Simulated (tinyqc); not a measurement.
## IGBT as a p-i-n diode in series with a MOS channel, on-state and switching loss: effect of the switching frequency

High injection (n = p) in a drift layer from x = -W/2 (anode) to +W/2 (cathode side), recombination only in the layer with lifetime tau, ideal emitters. The channel feeds the cathode side and carries the whole current. Auger recombination, carrier-carrier scattering, emitter losses and the carrier dip under the p body are left out.

b = mn/mp, B = (b - 1)/(b + 1), La = sqrt(2 Vt mn mp tau/(mn + mp)), y = W/(2 La). n(x) = (tau J/(2 q La))[cosh(x/La)/sinh y - B sinh(x/La)/cosh y]. Vm = Vt [(8 b/(b + 1)^2)(sinh y/s) arctan(s sinh y) + B ln((1 + B tanh^2 y)/(1 - B tanh^2 y))], s = sqrt(1 - B^2 tanh^2 y); Vj = Vt ln(n(-W/2) n(W/2)/ni^2), ni = sqrt(Nc Nv) exp(-Eg/(2 Vt)), Eg in volts; Vc = J Rch; Von = Vm + Vj + Vc. Stored charge tau J, turn-off energy Eoff = ks tau J Vdc, loss at half duty 0.5 J Von + f Eoff. A unipolar device on the same layer has Vu = J (W/(q mn Nd) + Rch).

Inputs (values chosen for the exercise); material values close to those of silicon:
```
symbol,value,unit,meaning
T,350,K,temperature
Eg,1.13,eV,band gap
Nc,3.49e19,cm^-3,conduction-band density of states at T
Nv,3.34e19,cm^-3,valence-band density of states at T
mn,997,cm^2/(V s),electron mobility
mp,342,cm^2/(V s),hole mobility
W,130,um,width of the drift layer
Nd,5.9e13,cm^-3,doping of the drift layer
tau,2.6,us,high-injection lifetime
J,50,A/cm^2,current density
Rch,1.5,mohm cm^2,channel and accumulation resistance
Vdc,800,V,link voltage
ks,0.13,,turn-off energy per stored charge and link voltage
```

Constants: q = 1.602176634e-19 C, kB = 1.380649e-23 J/K, Vt = kB T/q. Results are converted to the units shown.

The same in every row: y = 1.029; Von (V) = 0.8993; Vu (V) = 69.04; Eoff (mJ/cm^2) = 13.52.

Results:
```
f (kHz),total loss (W/cm^2)
0.3,26.54
0.64,31.13
1.4,41.41
6.2,106.3
13,198.2
28,401.0
60,833.7
```

Estimate the missing row, f = 2.9 kHz.

Computed row:
```
f (kHz),total loss (W/cm^2)
2.9,61.69
```

With this row back in the table: As f goes from 0.3 to 60 kHz, Von stays at 0.899 V, Eoff stays at 13.5 mJ/cm^2 and the total loss rises from 26.5 to 834 W/cm^2. Von is below Vu in 8 of the 8 rows.

Program tinyqc, `OMP_NUM_THREADS=1 python tinyqc.py 2590151 2590152 out.jsonl`; Intel Xeon 2.30GHz, shared host, one thread, about 0.01 s.
